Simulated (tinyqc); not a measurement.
Ferroelectric with a first-order transition, Landau-Devonshire energy: depolarisation in a thin film.

One domain with free energy u = al P^2 + be P^4 + ga P^6 - E P, al = a0 (T - T0), be < 0 < ga (P in uC/cm^2, E in kV/cm, u in mJ/cm^3). Equilibrium: E = 2 al P + 4 be P^3 + 6 ga P^5; a state is stable against small changes where dE/dP > 0. The coercive field is that of uniform switching, which real films, switching by domains, do not reach.

Imperfect screening, an effective length ls = 0.019 nm at each electrode, adds the energy ls P^2/(eps0 t), so al becomes al + ls/(eps0 t) and T0 falls by ls/(eps0 a0 t) (short-circuited film, background permittivity neglected). Ps^2 = [-be + sqrt(be^2 - 3 al ga)]/(3 ga); Pc^2 = [-3 be + sqrt(9 be^2 - 15 al ga)]/(15 ga), Ec = -E(Pc); susceptibility chi = 1/(eps0 dE/dP). TC = T0 + be^2/(4 a0 ga), where u(Ps) = u(0); T1 = T0 + be^2/(3 a0 ga), where the polar minimum disappears.

Parameters, values chosen for the exercise: slope of the quadratic coefficient a0 = 0.034 kV cm/(uC K); Curie-Weiss temperature T0 = 600 K; quartic coefficient be = -0.0022 kV cm^5/uC^3; sixth-order coefficient ga = 1.9e-6 kV cm^9/uC^5; temperature T = 580 K.

Constants: eps0 = 8.8541878128e-14 F/cm where lengths are in cm. Results are converted to the units shown.

Depolarisation in a thin film:
```
t (nm)  fall of T0 (K)  Ps (uC/cm^2)  depolarising field 2 ls Ps/(eps0 t) (kV/cm)  u(Ps) (mJ/cm^3)
150              42.08         22.75                                        65.08            62.57
230              27.44         26.63                                        49.70           -249.4
370              17.06         28.18                                        32.69           -515.3
580              10.88         28.93                                        21.41           -686.6
910              6.936         29.36                                        13.85           -800.6
1400             4.508         29.62                                        9.080           -872.4
2300             2.744         29.80                                        5.560           -925.4
3600             1.753         29.90                                        3.564           -955.4
5600             1.127         29.96                                        2.296           -974.4
```

What does the comparison show?

As the film thickens from 150 to 5600 nm, Ps rises from 22.7 to 30.0 uC/cm^2 (bulk 30.1) and the depolarising field falls from 65.1 to 2.30 kV/cm. The polar state is the lowest for t > 163 nm and exists at all for t > 140 nm.

Computed by the program tinyqc: `OMP_NUM_THREADS=1 python tinyqc.py 2860005 2860006 out.jsonl`, one thread of a shared Intel Xeon 2.30GHz, about 0.01 s for the whole run.
